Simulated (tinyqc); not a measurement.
# Vacuum evaporation: vapour pressure, source flux, thickness distribution, purity and step coverage, step by step

A worked calculation. Computed by tinyqc, a small Python program that keeps every step. Command: `OMP_NUM_THREADS=1 python tinyqc.py 3111206 3111207 out.jsonl evap walk`. One thread of a shared host (Intel(R) Xeon(R) Processor @ 2.30GHz), about 0.01 s of CPU time with the checks. Intermediate numbers are printed to about 6 digits and carried at full precision; extremes and crossings named in words are read from the listed rows.

Molecular flow, unit sticking of the metal, no re-evaporation. The background gas is taken as water vapour (18.015 g/mol, collision diameter 0.37 nm) at 300 K.

Inputs (values chosen for the exercise, modelled on gold, with constants for the liquid): molar mass M = 196.97 g/mol; film density rho = 19.3 g/cm^3; vapour-pressure constant A = 10.84; vapour-pressure constant B = 18120 K; source temperature T = 1760 K; source area = 0.39 cm^2; directionality n = 1; source-to-wafer distance h = 52 cm; wafer radius R = 10 cm; source offset from the axis s/h = 0.38; background pressure p = 2e-06 Pa; sticking of background gas = 0.1; aspect ratio of a trench = 0.71.

Constants: u = 1.6605390666e-27 kg; k_B = 1.380649e-23 J/K; R = 8.314462618 J/(mol K).

## Vapour pressure and flux

log10(p_v/Pa) = A - B/T; flux from the surface Phi = p_v/sqrt(2 pi m k_B T), m = M u. Mass loss = Phi x area x m; heat of evaporation = ln(10) R B; d ln Phi/dT = ln(10) B/T^2 - 1/(2 T).

vapour pressure p_v = 3.50385 Pa

flux Phi = 1.56795e+18 1/(cm^2 s)

mass loss = 0.720028 g/h

heat of evaporation = 346.903 kJ/mol

change of flux per kelvin = 1.31853 %/K

Holding the rate to 1 % needs the temperature to about 0.76 K.

## Rate and uniformity on a fixed wafer above the source

A small source emits (n + 1) Phi area cos^n(phi)/(2 pi) per solid angle; on a parallel plane at height h and lateral distance l the arrival rate is (n + 1) Phi area/(2 pi h^2) x (1 + (l/h)^2)^(-(n + 3)/2). Growth rate = arrival rate x m/rho, m = M u. The wafer is fixed and centred above the source.

arrival rate at the centre = 7.19848e+13 1/(cm^2 s)

growth rate at the centre = 0.0121992 nm/s

edge over centre = 0.929945

non-uniformity (max - min)/(max + min) = 3.62989 %

share of the material that lands on the wafer, 1 - (1 + (R/h)^2)^(-(n + 1)/2) = 3.56633 %

## Offset source and rotation

Rotating wafer, source offset by s and facing upwards: thickness at radius r is the mean over the angle a of (1 + (r^2 + s^2 - 2 r s cos a)/h^2)^(-(n + 3)/2), by 360 equal steps; non-uniformity (max - min)/(max + min) over 21 radii from 0 to R.

centre thickness relative to an axial source = 0.763562

edge over centre, rotating = 0.960334

non-uniformity, rotating = 2.02342 %

## Choosing the offset

The curvature at the centre vanishes at s/h = sqrt(2/(n + 3)).

Against the offset:
```
s/h  centre thickness  edge over centre  non-uniformity (%)
0.0           1.00000           0.92995             3.62989
0.2           0.92456           0.93968             3.10963
0.4           0.74316           0.96292             1.88882
0.5           0.64000           0.97585             1.22203
0.6           0.54066           0.98792             0.60791
0.7           0.45043           0.99834             0.08318
0.8           0.37180           1.00679             0.33837
0.9           0.30524           1.01327             0.65910
1.1           0.20475           1.02117             1.04757
```

The best row, s/h = 0.7, has 0.083 % against 3.6 % on the axis, at the price of a rate lower by a factor 2.22; the small-wafer optimum is sqrt(2/(n + 3)) = 0.71.

## Scattering and purity

Mean free path lambda = k_B T_g/(sqrt2 pi d^2 p); unscattered share exp(-h/lambda); gas arrival p/sqrt(2 pi m_g k_B T_g); impurity ratio = sticking x gas arrival/metal arrival; monolayer time = 1e15 cm^-2/(sticking x gas arrival).

mean free path = 3404.91 m

unscattered share = 0.999847

gas arrival rate = 7.16797e+12 1/(cm^2 s)

impurity ratio = 0.00995761

monolayer time = 1395.10 s

## A trench at the wafer edge

Fixed wafer, axial point source, trench running tangentially at r = R: the beam arrives at tan(a) = R/h. Shadowed share of the floor = aspect ratio x tan(a) (at most 1); the wall facing the source grows at tan(a) times the field rate, the other wall not at all.

angle a = 10.8855 degrees

shadowed share of the floor = 0.136538

wall over field thickness = 0.192308

Checks made by the program: share on the wafer by quadrature (relative difference 2e-09).
